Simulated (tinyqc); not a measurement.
Lossy on-chip transmission line with skin effect: one step of the calculation.

A uniform line in a homogeneous dielectric: c = sqrt(er)/(c0 Z0), l = Z0 sqrt(er)/c0 (c0 = 299792458 m/s), g = w c td, w = 2 pi f. The resistance joins its limits as r = sqrt(r_dc^2 + r_hf^2), with r_dc = rho/(wd th), r_hf = kr rho/(2 delta (wd + th)), delta = sqrt(rho/(pi f mu0)), mu0 = 4 pi 1e-7 H/m; this is an interpolation, and internal inductance, up to 0.05 nH/mm at low frequency, is neglected.

Problem. Line constants. delta, r_dc, r_hf, r, l, c and g as defined.

Parameters, values chosen for the exercise: width of the strip wd = 1.8 um; thickness of the strip th = 1.8 um; resistivity rho = 2.2 uohm cm; relative permittivity er = 3; loss tangent td = 0; lossless impedance sqrt(l/c) Z0 = 40 ohm; factor for crowding and the return path kr = 1.5; frequency f = 1.9 GHz.

Wanted: delta; r_dc; r_hf; r; l; c; g.

Solution.

delta = 1.7126 um
r_dc = 6.7901 ohm/mm
r_hf = 2.6763 ohm/mm
r = 7.2985 ohm/mm
l = 0.23110 nH/mm
c = 144.44 pF/m
g = 0 S/m

r is 1.07 times r_dc; the skin depth is 0.951 of the thickness.

tinyqc, about 0.05 s, one thread, Intel Xeon 2.30GHz (shared host): `OMP_NUM_THREADS=1 python tinyqc.py 2810213 2810214 out.jsonl`
